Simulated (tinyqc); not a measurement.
Worked calculation: five-level k.p model folded onto the conduction band. Values are carried at full precision from step to step, so a last printed digit may differ when a step is redone from the rounded ones.

Second-order sums for the lowest conduction level at E: 1/m = 1 + Cm + (Ep/3)(2/E + 1/(E + Dso)) - (Ep2/3)(2/(E7 + D2 - E) + 1/(E7 - E)); g/2 = 1 + Cg - (Ep/3)(1/E - 1/(E + Dso)) - (Ep2/3)(1/(E7 - E) - 1/(E7 + D2 - E)). E is counted from the top of the valence band; E = Eg at the edge.

Constants: hbar^2/2m0 = 3.80998211 eV angstrom^2.

Values chosen for the exercise (near those of InP; not measured data):
- Eg = 1.343 eV (gap at Gamma to the s-like level)
- Dso = 0.111 eV (spin-orbit splitting)
- Ep = 21.2 eV (Kane energy)
- E7 = 4.74 eV (upper Gamma7 conduction level, from the valence top)
- D2 = 0.07 eV (its spin-orbit splitting, Gamma8 above Gamma7)
- Ep2 = 4.6 eV (Kane energy to the upper levels)
- Cm = -2.2 (remote term in 1/m)
- Cg = -0.02 (remote term in g/2)
- k = 0.043 1/angstrom (wave vector along z)

## Mass and g factor term by term

Evaluate at E = Eg.

Terms:
```
level           part of 1/m  part of g
free + remote       -1.2000     1.9600
Gamma8 valence      10.5237   -10.5237
Gamma7 valence       4.8602     9.7203
Gamma8 upper        -0.8845     0.8845
Gamma7 upper        -0.4514    -0.9028
```

m = 0.0778 m0
g = 1.138

The valence levels give 15.38 to 1/m and the upper levels take 1.34 away. In g the two valence terms nearly cancel when Dso is small against Eg; here Dso/Eg = 0.08 and they leave -0.803, the upper pair -0.018.

## The matrix at one k

For k along z and one spin sector the level c couples to four states. With c0 = hbar^2/2m0, P = sqrt(Ep c0), P2 = sqrt(Ep2 c0): diagonal Eg + (1 + Cm) c0 k^2 for c, and 0, -Dso, E7 + D2, E7 for lh, so, G8 up, G7 up (their own dispersion is left out); couplings of c: sqrt(2/3) P k to lh, sqrt(1/3) P k to so, sqrt(2/3) P2 k to G8 up, sqrt(1/3) P2 k to G7 up (phases chosen real).

Fill in the matrix.

H (eV), lower triangle:
```
             c  lh        so    G8 up    G7 up
c      1.33455
lh     0.31554   0
so     0.22312   0  -0.11100
G8 up  0.14698   0         0  4.81000
G7 up  0.10393   0         0        0  4.74000
```

## Exact folding onto c

Solve E = H_cc + S(E), S(E) = sum_j H_cj^2/(E - H_jj), from E = H_cc, by plain substitution and by Newton steps on E - H_cc - S(E). The weight of c in the state is Z = 1/(1 - dS/dE). The exact level is the third eigenvalue of H from below.

Iterates (eV):
```
step  substitution   Newton
0          1.33455  1.33455
1          1.43420  1.42661
2          1.42652  1.42704
3          1.42708  1.42704
4          1.42703  1.42704
5          1.42704  1.42704
6          1.42704  1.42704
7          1.42704  1.42704
```

exact level = 1.42704 eV
Z = 0.9321

Substitution multiplies the error by about dS/dE = 1 - 1/Z = -0.073 a step, so it alternates; after 7 steps it is off by 1.1e-09 eV, while Newton is within 1e-5 eV from step 2 on.

## Loewdin series

Expanding E = H_cc + S(E) about Eg in powers of k^2, with s_n = sum_j H_cj^2/(Eg - H_jj)^n: order k^2: e2 = (1 + Cm) c0 k^2 + s1; order k^4: e4 = -s2 e2; order k^6: e6 = s3 e2^2 + s2^2 e2.

Give each order and the partial sums, counted from Eg.

s1 (eV), s2 (no unit), s3 (1/eV); (1 + Cm) c0 k^2 is H_cc - Eg: 0.09896  0.08148  0.05650

e2, e4, e6 (eV): 0.09051  -0.00737  0.00106

partial sums (eV): 0.09051  0.08313  0.08420

The exact value is 0.08404 eV; the errors of the partial sums are +6.47, -0.90 and +0.16 meV.

## Checks

- Curvature of the exact level at small k against the sum for 1/m: both 12.848.

Run: tinyqc, `OMP_NUM_THREADS=1 python tinyqc.py 1081487 1081488 out.jsonl`; Intel(R) Xeon(R) Processor @ 2.30GHz, one thread, shared host; about 0.01 s of CPU time with all checks.
